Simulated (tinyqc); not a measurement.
What each parameter does: pair of shallow donors (hydrogen-like orbitals).

Each donor has the orbital exp(-r/a); energy unit Ha* = q/(eps a), q = e^2/(4 pi eps0), so that a lone donor is bound by Ha*/2; x = R/a. One electron: S = (1 + x + x^2/3) exp(-x), j = 1/x - (1 + 1/x) exp(-2x), k = (1 + x) exp(-x); levels E(+/-) = -1/2 - (j +/- k)/(1 +/- S) in Ha*, without the repulsion of the ions, split by D = |E(-) - E(+)|.

Two electrons, Heitler-London: with S' = (1 - x + x^2/3) exp(x), C = 1/x - exp(-2x)(1/x + 11/8 + 3x/4 + x^2/6), X = (1/5){exp(-2x)(25/8 - 23x/4 - 3x^2 - x^3/3) + (6/x)[S^2 (0.5772157 + ln x) + S'^2 Ei(-4x) - 2 S S' Ei(-2x)]}, Q = C - 2j + 1/x and A = X - 2 S k + S^2/x, the singlet and triplet lie at (Q +/- w A)/(1 +/- w S^2) from two lone donors, with the valley weight w = 1 (one valley); the exchange is J = triplet - singlet.

Constants: e^2/(4 pi eps0) = 14.39964547 eV angstrom.

Values chosen for the exercise (out of a larger set: near those of two donors in GaAs; not measured data):

| symbol | value | unit | meaning |
|---|---|---|---|
| a | 101.5 | angstrom | orbital radius |
| eps | 13.2 |  | dielectric constant |
| R | 793 | angstrom | separation |

x, D = |E(-) - E(+)| and J.

Results for these values:

| case | x | D (meV) | J (micro-eV) |
|---|---|---|---|
| base | 7.813 | 0.04418 | 0.463 |

What happens to each result for eps = 14.5, all else kept?

Answer: x does not change at the printed digits; D falls from 0.04418 to 0.04022; J falls from 0.463 to 0.421.

The same for each parameter in turn:

| case | x | D (meV) | J (micro-eV) |
|---|---|---|---|
| base | 7.813 | 0.04418 | 0.463 |
| a = 111.7 angstrom | 7.099 | 0.07408 | 1.42 |
| eps = 14.5 | 7.813 | 0.04022 | 0.421 |
| R = 912 angstrom | 8.985 | 0.01583 | 0.0604 |

Computed by tinyqc, a small Python program: `OMP_NUM_THREADS=1 python tinyqc.py 1280828 1280829 out.jsonl` (the numbers bound the seed that draws the inputs); one thread of a shared host (Intel(R) Xeon(R) Processor @ 2.30GHz), about 0.01 s for the whole set of steps.
